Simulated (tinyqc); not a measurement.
Thin-film transistor with exponential tail and deep states, accumulation layer: effect of the total density of tail states.

An undoped film in accumulation, thicker than the space-charge layer. With band bending psi the Fermi level lies E0 - psi below the band edge. Free electrons n = n0 exp(psi/Vt) carry the current; electrons in two exponential distributions of traps, a = a0 exp(psi/Va) and d = d0 exp(psi/Vp), do not. Linear regime, ohmic contacts, traps in equilibrium.

Va = kB Tt/q, Vp = kB Td/q; n0 = Nc exp(-E0/Vt), a0 = Nt th(T/Tt) exp(-E0/Va), d0 = Nd th(T/Td) exp(-E0/Vp), th(x) = pi x/sin(pi x). G(psi) = sum over the three kinds of c0 [V (exp(psi/V) - 1) - psi], field F = sqrt(2 q G/(eps0 eps_r)); Vg = psi + eps0 eps_r F/Ci at the surface. Total charge Q = Ci (Vg - psi_s); free charge Qf = q times the integral of n0 (exp(psi/Vt) - 1)/F over psi from 0 to psi_s; I = (W/L) mb Qf Vd; effective mobility mb Qf/Q.

Parameters, values chosen for the exercise; values close to those of amorphous silicon: temperature T = 270 K; relative permittivity of the semiconductor eps_r = 11.8; density of extended states Nc = 3.7e19 cm^-3; band mobility mb = 9.5 cm^2/(V s); characteristic temperature of the tail Tt = 340 K; total density of deep states Nd = 4.8e17 cm^-3; characteristic temperature of the deep states Td = 1140 K; bulk Fermi level below the band edge E0 = 0.54 eV; gate capacitance Ci = 100 nF/cm^2; ratio W/L WL = 5; drain voltage Vd = 0.1 V; gate voltage above flat band Vg = 4.2 V.

Constants: q = 1.602176634e-19 C, kB = 1.380649e-23 J/K, Vt = kB T/q, eps0 = 8.8541878128e-14 F/cm where lengths are in cm. Results are converted to the units shown.

Effect of the total density of tail states:

| Nt (cm^-3) | E0 - psi_s (eV) | Q (nC/cm^2) | free share (%) | effective mobility (cm^2/(V s)) | I (nA) |
|---|---|---|---|---|---|
| 2.4e18 | 0.02811 | 368.8 | 51.11 | 4.856 | 895.4 |
| 5.5e18 | 0.03634 | 369.6 | 35.26 | 3.350 | 619.1 |
| 1.3e19 | 0.05036 | 371.0 | 18.95 | 1.800 | 333.9 |
| 2.9e19 | 0.06809 | 372.8 | 8.744 | 0.8306 | 154.8 |
| 6.7e19 | 0.08958 | 375.0 | 3.447 | 0.3274 | 61.39 |
| 1.5e20 | 0.1117 | 377.2 | 1.327 | 0.1261 | 23.78 |
| 3.6e20 | 0.1363 | 379.6 | 0.4576 | 0.04347 | 8.252 |

As Nt goes from 2.4e18 to 3.6e20 cm^-3, the free share falls from 51.1 to 0.458 %, the distance of the Fermi level from the edge rises from 0.0281 to 0.136 eV and the current falls from 895 to 8.25 nA. Q varies by only 2.9 %: the gate sets the charge, the traps decide how much of it moves. For Nt = 2.4e18 to 5.5e18 cm^-3 the surface Fermi level is within 2 Vt of the band edge, where the exponential forms fail. In every row the th form, which assumes a Fermi level far below the edge, overcounts the filled tail at the surface by more than 15 %.

tinyqc, about 0.02 s, one thread, Intel Xeon 2.30GHz (shared host): `OMP_NUM_THREADS=1 python tinyqc.py 2610022 2610023 out.jsonl`
